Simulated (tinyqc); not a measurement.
## Slope factor and drain-induced lowering from three currents

Problem. With source and body at 0 V, I = A exp((Vg + dd Vd)/(nf Vt)) (1 - exp(-Vd/Vt)). Find nf, the swing nf Vt ln 10 and dd.

Inputs (values chosen for the exercise): temperature T = 300 K.

Constants: q = 1.602176634e-19 C, kB = 1.380649e-23 J/K, Vt = kB T/q. Results are converted to the units shown.

currents at (Vg, Vd) = (0, 0.05), (0, 0.8) and (0.08, 0.8) V (nA/um): 0.53053568  2.8553008  21.868725

Answer. The pair at equal Vd gives nf; the pair at equal Vg, after dividing out the factors 1 - exp(-Vd/Vt), gives dd.

nf = 1.520
swing = 90.48 mV/decade
dd = 0.08000

tinyqc, about 0.04 s, one thread, Intel Xeon 2.30GHz (shared host): `OMP_NUM_THREADS=1 python tinyqc.py 2242011 2242012 out.jsonl`
